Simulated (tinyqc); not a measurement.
# Pinning of the barrier by interface states

Cowley-Sze model with the space charge neglected: phiB = S (phiM - chi) + (1 - S)(Eg - phi0), S = 1/(1 + q Dit dl/(eps0 ei)), dl in cm.

Inputs (values chosen for the exercise); band and dielectric values close to those of silicon:
- Eg = 1.11 eV (band gap)
- chi = 4.02 eV (electron affinity)
- dl = 0.6 nm (thickness of the interfacial layer)
- ei = 3.9 (relative permittivity of the interfacial layer)
- phi0 = 0.31 eV (neutral level above the valence band)
- phiM = 4.41 eV (metal work function)

Constants: q = 1.602176634e-19 C, eps0 = 8.8541878128e-14 F/cm where lengths are in cm. Results are converted to the units shown.

Pinning of the barrier by interface states:
```
Dit (cm^-2 eV^-1)         S  phiB (eV)  change of phiB for 0.5 eV more work function (eV)
1e11                0.99722    0.39114                                            0.49861
3e11                0.99172    0.39340                                            0.49586
1e12                0.97292    0.40110                                            0.48646
3e12                0.92292    0.42160                                            0.46146
1e13                0.78224    0.47928                                            0.39112
3e13                0.54491    0.57659                                            0.27246
1e14                0.26428    0.69165                                            0.13214
3e14                0.10693    0.75616                                           0.053467
1e15               0.034676    0.78578                                           0.017338
```

What does the table show?

S falls from 0.997 to 0.0347, passing 1/2 at Dit = eps0 ei/(q dl) = 3.59e13 cm^-2 eV^-1. The barrier rises from 0.391 to 0.786 eV, from near the Schottky-Mott value phiM - chi = 0.390 eV towards the pinned value Eg - phi0 = 0.800 eV.

Program tinyqc, `OMP_NUM_THREADS=1 python tinyqc.py 2020174 2020175 out.jsonl`; Intel Xeon 2.30GHz, shared host, one thread, about 0.1 s.
